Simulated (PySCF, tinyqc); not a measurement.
Inside a calculation. Method: LCCD on RHF in the sto-3g basis, for H4, spin multiplicity 1. The lowest restricted solution is unstable here: a spin-polarised one lies 0.0023 hartree lower (PySCF). One step of it, computed by the program tinyqc.

Problem. LCCD: starting amplitudes. t_ij^ab = <ij||ab> / (e_i + e_j - e_a - e_b), whose energy is MP2.

orbital energies (hartree): MO1 -0.511509, MO2 -0.382408, MO3 0.256959, MO4 0.546622

Two-electron integrals over orbitals (pq|rs), unique and non-zero (hartree):
```
(11|11) 0.427846    (21|21) 0.180009    (22|11) 0.402903    (22|22) 0.412668
(31|11) -0.055684   (31|22) 0.004984    (31|31) 0.111061    (32|21) 0.075465
(32|32) 0.117948    (33|11) 0.405081    (33|22) 0.407495    (33|31) -0.002778
(33|33) 0.422672    (41|21) 0.027541    (41|32) -0.077597   (41|41) 0.096831
(42|11) 0.061544    (42|22) 0.005496    (42|31) -0.108318   (42|33) 0.002799
(42|42) 0.113087    (43|21) -0.176752   (43|32) -0.078040   (43|41) -0.025770
(43|43) 0.188312    (44|11) 0.445931    (44|22) 0.421825    (44|31) -0.059446
(44|33) 0.432621    (44|42) 0.066820    (44|44) 0.484287
```

Give: Starting amplitudes; correlation energy.

Solution.

Starting amplitudes (spin orbitals 1a, 1b, ...; amplitudes related by a flip of all spins are not repeated):
```
from      to        t
2a 2b  3a 3b  -0.0922
1a 1b  3a 3b  -0.0723
1a 2b  3a 4b   0.0638
2a 2b  4a 4b  -0.0609
1a 1b  4a 4b  -0.0458
1a 2b  3b 4a  -0.0457
1a 2a  3a 4a   0.0181
```

correlation energy = -0.052248 hartree
